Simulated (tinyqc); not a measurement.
Threshold-voltage variability of a planar MOSFET, analytic estimates: two steps of the calculation.

Three independent sources add in quadrature: random dopants in the depleted layer, metal-gate grains of two orientations, and roughness of the two gate edges acting through the roll-off VT = VT(long) - Vr exp(-L/l). These are first-order estimates: no three-dimensional electrostatics, no percolation.

Parameters, values chosen for the exercise; material values close to those of silicon: temperature T = 350 K; band gap Eg = 1.14 eV; relative permittivity of the semiconductor eps_r = 11.7; conduction-band density of states at T Nc = 3.48e19 cm^-3; valence-band density of states at T Nv = 3.38e19 cm^-3; channel doping Na = 1.1e18 cm^-3; oxide-equivalent thickness in inversion ti = 1.3 nm; gate length L = 65 nm; gate width W = 65 nm; number of cells Nb = 33554432; wanted yield Y = 0.999.

Constants: q = 1.602176634e-19 C, kB = 1.380649e-23 J/K, Vt = kB T/q, eps0 = 8.8541878128e-14 F/cm where lengths are in cm. Results are converted to the units shown.

Question 1. Random dopants. ni = sqrt(Nc Nv) exp(-Eg/(2 Vt)), Eg in volts; Cox = 3.9 eps0/ti; Wd = sqrt(4 eps0 eps_r Vt ln(Na/ni)/(q Na)); dopants: s1 = (q/Cox) sqrt(Na Wd/(3 L W)). The slope A1 = s1 sqrt(L W); mean number of dopants Na L W Wd.

Give: Cox; Wd; mean number of dopants; A1; s1.

Answer 1.

Cox = 2.6563 uF/cm^2
Wd = 33.110 nm
mean number of dopants = 153.88
A1 = 0.66459 mV um
s1 = 10.224 mV

Counting alone, 1/sqrt(N) of the depletion voltage q Na Wd/Cox = 220 mV, would give sqrt(3) times more: dopants deep in the layer act less on the surface.

Question 2. Margin in standard deviations for the wanted yield. Cells fail independently with probability Q(k) = erfc(k/sqrt(2))/2 when the margin is k standard deviations, and Y = exp(-Nb Q(k)). phi = exp(-k^2/2)/sqrt(2 pi). Newton steps on ln Q(k) = ln(-ln(Y)/Nb): k(new) = k + [ln Q - ln(-ln(Y)/Nb)] Q/phi.

k at the start = 4

Find: Q(k); phi; k after iteration 1.

Answer 2.

Q(k) = 3.167e-5
phi = 1.338e-4
k after iteration 1 = 7.284

Computed by the program tinyqc: `OMP_NUM_THREADS=1 python tinyqc.py 2090070 2090071 out.jsonl`, one thread of a shared Intel Xeon 2.30GHz, about 0.01 s for the whole run.
